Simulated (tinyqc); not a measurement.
Configuration-coordinate model of a defect: Huang-Rhys factor and luminescence line shape: one step, computed by the program tinyqc.

Ground state E_g(Q) = (1/2) omega_g^2 Q^2; excited state E_e(Q) = E_0 + (1/2) omega_e^2 (Q - dQ)^2 with omega_e = omega_g and E_0 = E_ZPL. Q is mass-weighted; the dipole does not depend on Q (Condon approximation).

Problem. Huang-Rhys factors and vertical energies. S = hbar omega dQ^2/(2 hbar^2/u) for each state; relaxation energy S hbar omega; absorption at E_0 + S_e hbar omega_e, emission at E_0 - S_g hbar omega_g; the Stokes shift is their difference.

Inputs (values chosen for the exercise, for a model defect in a wide-gap host): zero-phonon energy E_ZPL = 1.97 eV; displacement dQ = 0.347 u^(1/2) angstrom; ground-state phonon hbar omega_g = 48.5 meV.

Modes: equal frequencies in both states.

Constants: hbar^2/u = 4.18015928e-03 eV angstrom^2.

Give: S_g; S_e; relaxation energy, ground state; relaxation energy, excited state; vertical absorption energy; vertical emission energy; Stokes shift.

Solution.

S_g = 0.6985

S_e = 0.6985

relaxation energy, ground state = 0.03388 eV

relaxation energy, excited state = 0.03388 eV

vertical absorption energy = 2.004 eV

vertical emission energy = 1.936 eV

Stokes shift = 0.06776 eV

The coupling is weak: at low temperature the zero-phonon line is the strongest line.
